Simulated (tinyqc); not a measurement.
Voltage drop against the pad pitch.

A grid of 17 by 17 nodes with segments Rx (rows) and Ry (columns); every node draws I1 and the central node kh I1; pads with resistance Rp sit at the nodes whose row and column are multiples of the pitch, counting from 0. The drops u = Vdd - V follow from G u = i, with G the conductance matrix and i the load currents, solved directly.

Inputs (values chosen for the exercise): supply voltage Vdd = 0.9 V; resistance of a horizontal segment Rx = 0.57 ohm; resistance of a vertical segment Ry = 0.31 ohm; resistance from a pad node to the supply Rp = 0.59 ohm; factor on the load at the hot node kh = 1; load current of a node in the large grid I1 = 0.22 mA.

Result of one run:
columns A: pitch (nodes); B: pads; C: worst drop (mV); D: mean drop (mV); E: largest drop at a pad (mV); F: largest pad current (mA); G: worst drop over Vdd (%)
```
A    B        C        D        E        F         G
1  289  0.12980  0.12980  0.12980  0.22000  0.014422
```

What becomes of these results when the pad pitch is changed from 1 to 8 nodes, all else the same?

Result of the changed run:
columns A: pitch (nodes); B: pads; C: worst drop (mV); D: mean drop (mV); E: largest drop at a pad (mV); F: largest pad current (mA); G: worst drop over Vdd (%)
```
A  B       C       D       E       F        G
8  9  6.6791  6.1418  5.2084  8.8277  0.74212
```

The whole series:
columns A: pitch (nodes); B: pads; C: worst drop (mV); D: mean drop (mV); E: largest drop at a pad (mV); F: largest pad current (mA); G: worst drop over Vdd (%)
```
A     B        C        D        E        F         G
1   289  0.12980  0.12980  0.12980  0.22000  0.014422
2    81  0.60133  0.52300  0.50771  0.86053  0.066814
4    25   2.1665   1.9000   1.7647   2.9910   0.24072
8     9   6.6791   6.1418   5.2084   8.8277   0.74212
16    4   18.991   17.360   9.3780   15.895    2.1101
```

The worst drop goes from 0.130 to 19.0 mV while the number of pads falls from 289 to 4; between the last two rows it goes as pitch^(1.51). The largest drop at a pad is 100 % of the worst drop in the first row and 49.4 % in the last; the rest falls along the wires.

Program tinyqc, `OMP_NUM_THREADS=1 python tinyqc.py 2770148 2770149 out.jsonl`; Intel Xeon 2.30GHz, shared host, one thread, about 0.1 s.
